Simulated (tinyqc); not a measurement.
Pariser-Parr-Pople SCF with singles CI, for the molecule C=CC=CC=C(N)C=C (SMILES; centres numbered as the heavy atoms are written), step by step. One step of it, computed by the program tinyqc.

Question. Iteration 2: orbitals and new P. Diagonalise F (the basis is taken as orthonormal) and form P = 2 sum c c over the lowest orbitals.

F (eV), order 1C, 2C, 3C, 4C, 5C, 6C, 7N, 8C, 9C:
```
[[-5.459336, -4.548637, 0.049064, 0.491125, -0.051183, -0.235991, 0.178262, -0.023640, 0.123482],
 [-4.548637, -5.448260, -3.495636, -0.021113, 0.154205, -0.003145, -0.024423, -0.022450, 0.009253],
 [0.049064, -3.495636, -5.374451, -4.230636, 0.137141, 0.465365, -0.318553, 0.030503, -0.200065],
 [0.491125, -0.021113, -4.230636, -5.443317, -3.693470, 0.023508, 0.138970, 0.105784, -0.032664],
 [-0.051183, 0.154205, 0.137141, -3.693470, -5.443743, -4.100772, 0.645978, -0.024836, 0.410148],
 [-0.235991, -0.003145, 0.465365, 0.023508, -4.100772, -5.884747, -3.325022, -3.290838, 0.048572],
 [0.178262, -0.024423, -0.318553, 0.138970, 0.645978, -3.325022, -9.681619, 0.110748, 0.243585],
 [-0.023640, -0.022450, 0.030503, 0.105784, -0.024836, -3.290838, 0.110748, -5.627802, -4.653326],
 [0.123482, 0.009253, -0.200065, -0.032664, 0.410148, 0.048572, 0.243585, -4.653326, -5.717082]]
```

pi electrons, sum of z_r less the charge = 10

Give: orbital energies; P after iteration 2.

Answer.

orbital energies (eV): [-13.1451, -11.9214, -10.3476, -10.0789, -7.6227, -2.6323, -0.8136, 0.7354, 1.7458]

P after iteration 2, order 1C, 2C, 3C, 4C, 5C, 6C, 7N, 8C, 9C:
```
[[1.0368, 0.8903, -0.0482, -0.3385, 0.0611, 0.2065, -0.1501, 0.0187, -0.1409],
 [0.8903, 1.0015, 0.4457, 0.0081, -0.0880, -0.0064, 0.0228, 0.0180, 0.0008],
 [-0.0482, 0.4457, 1.0493, 0.7837, -0.0851, -0.3071, 0.2083, -0.0237, 0.1922],
 [-0.3385, 0.0081, 0.7837, 1.0055, 0.5103, 0.0133, -0.0813, -0.0629, 0.0006],
 [0.0611, -0.0880, -0.0851, 0.5103, 1.1024, 0.7252, -0.3118, 0.0280, -0.2941],
 [0.2065, -0.0064, -0.3071, 0.0133, 0.7252, 1.0043, 0.4350, 0.3843, -0.0049],
 [-0.1501, 0.0228, 0.2083, -0.0813, -0.3118, 0.4350, 1.7892, -0.0611, -0.1179],
 [0.0187, 0.0180, -0.0237, -0.0629, 0.0280, 0.3843, -0.0611, 0.9972, 0.9179],
 [-0.1409, 0.0008, 0.1922, 0.0006, -0.2941, -0.0049, -0.1179, 0.9179, 1.0138]]
```
